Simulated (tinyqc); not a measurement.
Worked calculation: strained quantum well: band edges, subbands and transparency. Values are carried at full precision from step to step, so a last printed digit may differ when a step is redone from the rounded ones.

Growth on (001), barriers unstrained: tr(e) = e (2 - nu2), Z = b e (1 + nu2); Ec = Ev + Eg + ac tr(e), E_HH = Ev + av tr(e) + Z, E_LH = Ev + av tr(e) - Z (coupling to the split-off band left out).

Constants: hbar^2/2m0 = 3.80998211 eV angstrom^2; hc = 1239.841984 eV nm; kB = 8.617333262e-05 eV/K.

Values chosen for the exercise (near those of a GaAsP/AlGaAs well; not measured data):
- e = 0.0054 (strain in the plane)
- nu2 = 0.92 (2 C12/C11)
- Eg = 1.608 eV (unstrained gap of the well)
- Ev = -0.871 eV (its valence edge)
- ac = -7.32 eV
- av = 1.24 eV (Ev moves by av tr(e))
- b = -1.94 eV (shear potential)
- Egb = 1.915 eV (gap of the barrier)
- Evb = -1 eV (its valence edge)
- L = 56 angstrom (well width)
- me = 0.0765 m0 (electron mass)
- g1 = 6.54 (gamma1)
- g2 = 1.82 (gamma2)
- meb = 0.1 m0
- g1b = 5.7
- g2b = 1.6
- T = 250 K (temperature)
- Br = 1.1 x 1e-4 cm^2/s (two-dimensional radiative coefficient)

## Strained band edges and offsets

Give tr(e), Z, the edges Ec, E_HH, E_LH and the well depths against the barrier.

tr(e) = 0.00583
Z = -0.0201 eV

Ec, E_HH, E_LH (eV): 0.6943  -0.8839  -0.8437

depths for e, HH, LH (eV): 0.2207  0.1161  0.1563

The well is under tension, which puts LH on top, by 40 meV; the gap becomes 1.5380 eV, -70 meV from the unstrained one.

## Subband edges

Masses along z: me, 1/(g1 - 2 g2) for HH, 1/(g1 + 2 g2) for LH, likewise in the barrier; in the plane me, 1/(g1 + g2) for HH and 1/(g1 - g2) for LH (no mixing, which understates the hole masses away from k = 0). Level n solves k L + 2 atan[(k/m)/(kappa/mb)] = n pi, k = sqrt(m E/c), kappa = sqrt(mb (V - E)/c), c = hbar^2/2m0.

Up to three electron, four HH and two LH levels, on the common energy scale, with their masses in the plane.

Subbands:
```
level   E (eV)  m in the plane
e1      0.7535          0.0765
e2      0.9003          0.0765
lh1    -0.8898          0.2119
hh1    -0.9021          0.1196
hh2    -0.9534          0.1196
lh2    -0.9946          0.2119
```

lowest transition = 1.6433 eV
wavelength hc/E = 754.5 nm

The top hole level is lh1, so the edge is mainly TM polarised; hh1 lies 12 meV lower, within kT at room temperature, so both polarisations contribute.

## Transparency density

Transparency (Bernard-Duraffourg): Fc - Fv equals the lowest transition energy with n = p, n = sum m/(2 pi c) kB T ln(1 + exp((Fc - E)/kB T)) and p likewise over the listed subbands; c = hbar^2/2m0, 1/angstrom^2 = 1e16/cm^2.

Solve for u = (Fc - e1)/kB T; give n_tr, the share of holes in the top subband and the current e Br n_tr^2 (e = 1.602177e-19 C).

u = 0.936
n_tr = 0.874 x 1e12/cm^2
share = 0.722
current density = 13.5 A/cm^2

For mirror-image bands u = 0 and n_tr = me kB T ln2/(2 pi c) = 0.477 x 1e12/cm^2; the heavier or more numerous hole states raise it by a factor 1.83.

## Checks

- Transparency for equal single subbands against m kB T ln2/(2 pi c): both 0.3743.

(tinyqc, `OMP_NUM_THREADS=1 python tinyqc.py 1250936 1250937 out.jsonl`, Intel(R) Xeon(R) Processor @ 2.30GHz, 1 thread, shared host, about 0.01 s.)
